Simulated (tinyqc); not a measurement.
Worked calculation: MP2 on RHF in the 3-21g basis, for H2, spin multiplicity 1. One step of it, computed by the program tinyqc.

Task: Iteration 8 (converged): orbitals. Diagonalise F' = X^T F X, C = X C', fill 1 alpha and 1 beta electrons from the bottom; D = 2 C_occ C_occ^T. Each column has its largest component positive (the first on a tie).

converged F (hartree), order 1H 1s, 1H 2s, 2H 1s, 2H 2s:
```
[[0.186987, -0.443581, -0.440636, -0.442455],
 [-0.443581, -0.330037, -0.442455, -0.386750],
 [-0.440636, -0.442455, 0.186987, -0.443581],
 [-0.442455, -0.386750, -0.443581, -0.330037]]
```

X, order 1H 1s, 1H 2s, 2H 1s, 2H 2s:
```
[[-0.676647, 0.856237, 0.715697, 0.272174],
 [1.704610, -0.675123, 0.284097, 0.345189],
 [0.676647, 0.856237, -0.715697, 0.272174],
 [-1.704610, -0.675123, -0.284097, 0.345189]]
```

Give: F' = X^T F X; orbital energies; coefficients C; D after iteration 8.

Result:

F' = X^T F X (hartree):
```
[[0.909, 0.000, -0.555, 0.000],
 [0.000, 1.023, 0.000, 0.018],
 [-0.555, 0.000, 0.651, 0.000],
 [0.000, 0.018, 0.000, -0.541]]
```

orbital energies (hartree): [-0.542, 0.210, 1.024, 1.350]

coefficients C, order 1H 1s, 1H 2s, 2H 1s, 2H 2s:
```
[[0.262, 0.140, 0.859, -0.975],
 [0.353, 1.283, -0.671, 1.158],
 [0.262, -0.140, 0.859, 0.975],
 [0.353, -1.283, -0.671, -1.158]]
```

D after iteration 8, order 1H 1s, 1H 2s, 2H 1s, 2H 2s:
```
[[0.138, 0.185, 0.138, 0.185],
 [0.185, 0.249, 0.185, 0.249],
 [0.138, 0.185, 0.138, 0.185],
 [0.185, 0.249, 0.185, 0.249]]
```
